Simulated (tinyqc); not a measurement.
Admittance spectroscopy of a deep trap: one step of the calculation.

Schottky contact on an n-type layer with shallow donors Nd (all ionised) and a donor-like deep trap, neutral when filled and positive when empty; depletion approximation. Traps within lam of the depletion edge stay filled. The traps at xt = W - lam, where the level crosses the Fermi level, follow a slow signal and not a fast one. w = 2 pi f.

Question. Widths and limiting capacitances. lam = sqrt(2 eps0 eps_r (EF - ET)/(q Nd)), EF - ET = Et - (kB T/q) ln(Nc(T)/Nd), Nc(T) = Nc (T/300 K)^1.5. In the steady state at the band bending V, 2 eps0 eps_r V/q = Nd W^2 + Nt (W - lam)^2 (the second term only if W > lam). V = Vbi + Vr. C_HF = eps0 eps_r/W, C_LF = eps0 eps_r (Nd + Nt)/(Nd W + Nt xt).

Values chosen for this exercise; material values close to those of silicon:

| symbol | value | unit | meaning |
|---|---|---|---|
| eps_r | 11.6 |  | relative permittivity |
| Nc | 2.86e19 | cm^-3 | conduction-band density of states at 300 K |
| Nd | 3.2e16 | cm^-3 | shallow donor density |
| Vbi | 0.52 | V | built-in voltage |
| Et | 0.35 | eV | depth of the trap below the conduction edge |
| Nt | 1.5e16 | cm^-3 | trap density |
| Vr | 0.6 | V | reverse bias |
| T | 390 | K | temperature |

Constants: q = 1.602176634e-19 C, kB = 1.380649e-23 J/K, eps0 = 8.8541878128e-14 F/cm where lengths are in cm. Results are converted to the units shown.

Wanted: lam; W; xt; C_HF; C_LF.

Answer.

lam = 65.90 nm
W = 193.1 nm
xt = 127.2 nm
C_HF = 53.19 nF/cm^2
C_LF = 59.69 nF/cm^2

The step is 12.2 % of C_HF.

Numbers from tinyqc (`OMP_NUM_THREADS=1 python tinyqc.py 2050117 2050118 out.jsonl`; about 0.01 s on one thread of a shared Intel Xeon 2.30GHz).
